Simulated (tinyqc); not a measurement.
Luttinger-Kohn k.p, four valence bands, step by step. One step of it, computed by the program tinyqc.

Problem. Hole masses. E = c [g1 k^2 -/+ 2 sqrt(g2^2 k^4 + 3 (g3^2 - g2^2)(kx^2 ky^2 + ky^2 kz^2 + kz^2 kx^2))] with c = hbar^2/2m, and m* = hbar^2 k^2 / (2 E).

Luttinger parameters chosen for this model; energies are counted downward from the top of the valence band:
```
parameter     value  unit
g1         8.530000
g2         0.840000
g3         2.070000
```

Give: Masses.

Solution.

Masses (electron masses):
```
direction  heavy  light
[100]      0.146  0.098
[110]      0.206  0.082
[111]      0.228  0.079
```
